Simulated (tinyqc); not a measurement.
# The energy-gap law

Model: non-radiative capture by multiphonon emission, one effective mode. Computed by tinyqc, a small Python program. Command: `OMP_NUM_THREADS=1 python tinyqc.py 3028211 3028212 out.jsonl capture sweep`. One thread of a shared host (Intel(R) Xeon(R) Processor @ 2.30GHz), about 0.04 s of CPU time with the checks.

The initial state (free carrier plus empty centre) lies dE above the final state; both have the same frequency and are displaced by dQ.

Inputs (values chosen for the exercise, with mass, screening and phonons like those of InP):
```
quantity                     value                   unit
phonon energy hbar omega      38.6                    meV
Huang-Rhys factor S           3.92                      -
electron-phonon coupling W  0.0022  eV/(u^(1/2) angstrom)
cell volume V                 2040             angstrom^3
degeneracy g                     4                      -
broadening b                    26                    meV
carrier mass m               0.585                    m_0
dielectric constant eps       12.5                      -
temperature T                  120                      K
defect density N_t           3e+16                  cm^-3
```

Centre: repulsive.

Constants: hbar^2/u = 4.18015928e-03 eV angstrom^2; k_B = 8.617333262e-05 eV/K; hbar = 6.582119569e-16 eV s; Ry = 13.605693123 eV; k_B = 1.380649e-23 J/K; m_0 = 9.1093837015e-31 kg.

Method:
- dQ = sqrt(2 S (hbar^2/u)/hbar omega); relaxation energy lambda = S hbar omega; phonons needed P = dE/hbar omega; classical barrier E_b = (dE - lambda)^2/(4 lambda); occupation n = 1/(exp(hbar omega/k_B T) - 1).
- Huang-Rhys weight for a net emission of p phonons: L_p = exp(-S (2n + 1)) ((n + 1)/n)^(p/2) I_p(2 S sqrt(n (n + 1))), I_p the modified Bessel function.
- M_p = sum_m w_m <m_i|Q|(m + p)_f>^2 with Q counted from the final minimum and Boltzmann weights w_m for m = 0..24; <m_i|Q|k_f> = sqrt((hbar^2/u)/(2 hbar omega)) [sqrt(k) <m|k-1> + sqrt(k+1) <m|k+1>], with overlaps of oscillators displaced by d = sqrt(2 S) summed on 1500 points from -16 to 16 + d.
- The delta function is a Gaussian of standard deviation b at dE - p hbar omega.
- C_0 = V (2 pi/hbar) g W^2 sum_p M_p Gaussian_p. The sum runs over the seven p from round(P) - 3 to round(P) + 3; 1 angstrom^3 = 1e-24 cm^3.
- Sommerfeld factor of a repulsive centre: s(k) = 2 pi nu/(exp(2 pi nu) - 1), nu = sqrt(Ry*/E), Ry* = Ry m/eps^2, averaged over (2/sqrt(pi)) sqrt(x) exp(-x) dx with x = E/k_B T = t^2 (trapezoid, t to 6 in steps of 0.01).
- C = s C_0; v = sqrt(3 k_B T/m); sigma = C/v; tau = 1/(C N_t).

One run for each value:
```
energy released dE (eV)  capture coefficient C (cm^3/s)  classical barrier E_b (eV)       P
0.216                                        1.6139e-12                     0.00691   5.596
0.275                                        9.9408e-13                     0.02528   7.124
0.335                                        4.3149e-13                     0.05575   8.679
0.394                                        1.4360e-13                     0.09731  10.207
0.454                                        3.6677e-14                     0.15138  11.762
0.513                                        7.7665e-15                     0.21614  13.290
0.572                                        1.3655e-15                     0.29241  14.819
0.632                                        1.9654e-16                     0.38176  16.373
0.691                                        2.5082e-17                     0.48123  17.902
```

Over the rows, capture coefficient C (cm^3/s) falls from 1.61e-12 to 2.51e-17 (exponent d ln y / d ln x -2.0 between the first rows and -23 between the last); classical barrier E_b (eV) rises from 0.00691 to 0.481 (exponent d ln y / d ln x 5.4 between the first rows and 2.6 between the last); P rises from 5.60 to 17.9 (exponent d ln y / d ln x about 1.00 throughout). ln C changes by -1.35 for each added phonon at the high end, nearly the same as in the rows before: the near-exponential fall of the energy-gap law.

Caution (rows 0.335, 0.454, 0.572, 0.691): the largest term is not the one nearest energy conservation, so C_0 depends strongly on the broadening b.

Extremes, crossings and ranges named in words are read from the listed rows.
